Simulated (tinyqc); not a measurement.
Electron mobility in a silicon inversion layer, empirical terms and Matthiessen rule: two steps of the calculation.

Inversion layer of sheet density Ns on a uniformly doped body. The mobility terms are empirical power laws with prefactors chosen for the exercise; adding their inverses (Matthiessen) is itself an approximation.

Parameters, values chosen for the exercise; material values close to those of silicon:
```
symbol    value        unit                                                meaning
T           350           K                                            temperature
Eg          1.1          eV                                               band gap
eps_r      11.7                         relative permittivity of the semiconductor
Nc      3.53e19       cm^-3                 conduction-band density of states at T
Nv       3.4e19       cm^-3                    valence-band density of states at T
Nb       4.8e17       cm^-3                                            body doping
Vsb         0.3           V                                      reverse body bias
eta         0.5              weight of the inversion charge in the effective field
Ap          413  cm^2/(V s)           phonon-limited mobility at 1 MV/cm and 300 K
As          633  cm^2/(V s)                  roughness-limited mobility at 1 MV/cm
gs            2                                     exponent of the roughness term
Ac         2700  cm^2/(V s)                                      Coulomb prefactor
Nit      1.9e10       cm^-2                                charge at the interface
Ns       4.6e12       cm^-2                                      inversion density
```

Constants: q = 1.602176634e-19 C, kB = 1.380649e-23 J/K, Vt = kB T/q, eps0 = 8.8541878128e-14 F/cm where lengths are in cm. Results are converted to the units shown.

Problem 1. Depletion charge and effective field. ni = sqrt(Nc Nv) exp(-Eg/(2 Vt)), Eg in volts; Ndep = sqrt(2 eps0 eps_r Nb (2 Vt ln(Nb/ni) + Vsb)/q); E = q (Ndep + eta Ns)/(eps0 eps_r), in MV/cm.

Find: ni; Ndep; E.

Solution 1.

ni = 4.168e11 cm^-3
Ndep = 2.662e12 cm^-2
E = 0.7675 MV/cm

The depletion charge gives 53.7 % of the field.

Problem 2. Mobility terms and their sum. With t = T/(300 K): muC = Ac (Ns/1e12 cm^-2) t/(Nb/1e17 cm^-3 + Nit/1e11 cm^-2), muP = Ap E^(-1/3) t^(-1.75), muS = As E^(-gs); 1/mu is the sum of the inverses.

E = 0.76746625 MV/cm

Wanted: terms; mu; shares of 1/mu.

Solution 2.

terms (cm^2/(V s)): Coulomb 2904, phonon 344.4, roughness 1075
mu = 239.3 cm^2/(V s)
shares of 1/mu (%): Coulomb 8.242, phonon 69.49, roughness 22.27

The phonon term limits most.

Numbers from tinyqc (`OMP_NUM_THREADS=1 python tinyqc.py 2510130 2510131 out.jsonl`; about 0.01 s on one thread of a shared Intel Xeon 2.30GHz).
